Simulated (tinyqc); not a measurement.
# A chain with two barriers and dephasing by Buettiker voltage probes: effect of the dephasing strength

Sites 1 to 3 form a chain with hopping -t. Lead L joins site 1 and lead R site 3, both semi-infinite chains with hopping -t and site energy 0. Every site carries a probe with self-energy -i Gamma_p/2 that draws no net current. Linear response at zero temperature: mu_L = 1, mu_R = 0 in units of the bias.

Sigma = t^2 g(E), g(x) = (x - i sqrt(4 t^2 - x^2))/(2 t^2) for |x| < 2 t and (x - sign(x) sqrt(x^2 - 4 t^2))/(2 t^2) otherwise; Gamma = -2 Im Sigma; G = (E - H - Sigma_L - Sigma_R + i Gamma_p/2)^(-1). With Gamma the broadening by one lead, T_RL = Gamma^2 |G_(3,1)|^2, T_pL = Gamma Gamma_p |G_(p,1)|^2, T_pR = Gamma Gamma_p |G_(p,3)|^2, T_pq = Gamma_p^2 |G_(p,q)|^2 for p != q. No current into probe p: W mu = T_pL with W_pp = T_pL + T_pR + sum_q T_pq and W_pq = -T_pq. Then T_eff = T_RL + sum_p T_pR mu_p, and the resistance is (h/2q^2)/T_eff. Without probes means Gamma_p = 0.

Parameters, values chosen for the exercise: hopping (matrix element -t) t = 2.1 eV; site energies 1 to N U = [6.3, 0, 4.2] eV; Fermi energy E = -3.24 eV.

Constants: q = 1.602176634e-19 C, h = 6.62607015e-34 J s. Results are converted to the units shown.

Results:

| gp (eV) | T_RL | through probes | T_eff | resistance (kohm) |
|---|---|---|---|---|
| 0.021 | 0.01511 | 8.466e-4 | 0.01596 | 808.8 |
| 0.074 | 0.01497 | 0.002998 | 0.01796 | 718.5 |
| 0.14 | 0.01478 | 0.005697 | 0.02047 | 630.4 |
| 0.26 | 0.01441 | 0.01063 | 0.02504 | 515.4 |
| 0.48 | 0.01368 | 0.01957 | 0.03325 | 388.1 |
| 0.89 | 0.01218 | 0.03507 | 0.04725 | 273.1 |
| 1.6 | 0.009556 | 0.05600 | 0.06555 | 196.9 |
| 3.1 | 0.005321 | 0.07706 | 0.08238 | 156.7 |

Estimate the missing row, gp = 0.04 eV.

Computed row:

| gp (eV) | T_RL | through probes | T_eff | resistance (kohm) |
|---|---|---|---|---|
| 0.04 | 0.01506 | 0.001616 | 0.01668 | 774.0 |

With this row back in the table: Without probes the transmission is 0.0152. T_eff rises from 0.0160 to 0.0824; the direct part falls from 0.0151 to 0.00532 and the part through probes rises from 8.47e-4 to 0.0771. Weak dephasing raises T_eff here: the incoherent path through the probes gains more than the direct part loses.

Computed by the program tinyqc: `OMP_NUM_THREADS=1 python tinyqc.py 2700134 2700135 out.jsonl`, one thread of a shared Intel Xeon 2.30GHz, about 0.01 s for the whole run.
